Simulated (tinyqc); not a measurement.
# Voltage drop against the pad pitch

A grid of 17 by 17 nodes with segments Rx (rows) and Ry (columns); every node draws I1 and the central node kh I1; pads with resistance Rp sit at the nodes whose row and column are multiples of the pitch, counting from 0. The drops u = Vdd - V follow from G u = i, with G the conductance matrix and i the load currents, solved directly.

Values chosen for this exercise:
```
symbol,value,unit,meaning
Vdd,1,V,supply voltage
Rx,0.76,ohm,resistance of a horizontal segment
Ry,1.2,ohm,resistance of a vertical segment
Rp,0.13,ohm,resistance from a pad node to the supply
kh,8,,factor on the load at the hot node
I1,0.33,mA,load current of a node in the large grid
```

Voltage drop against the pad pitch:
columns A: pitch (nodes); B: pads; C: worst drop (mV); D: mean drop (mV); E: largest drop at a pad (mV); F: largest pad current (mA); G: worst drop over Vdd (%)
```
A     B       C        D       E      F        G
1   289  0.2426  0.04394  0.2426  1.866  0.02426
2    81  0.5457   0.3451  0.3951  3.039  0.05457
4    25   2.330    1.737  0.9004  6.926   0.2330
8     9   9.128    7.645   2.484  19.10   0.9128
16    4   37.61    31.05   3.175  24.42    3.761
```

The worst drop goes from 0.243 to 37.6 mV while the number of pads falls from 289 to 4; between the last two rows it goes as pitch^(2.04). The largest drop at a pad is 100 % of the worst drop in the first row and 8.44 % in the last; the rest falls along the wires.

Numbers from tinyqc (`OMP_NUM_THREADS=1 python tinyqc.py 2770215 2770216 out.jsonl`; about 0.1 s on one thread of a shared Intel Xeon 2.30GHz).
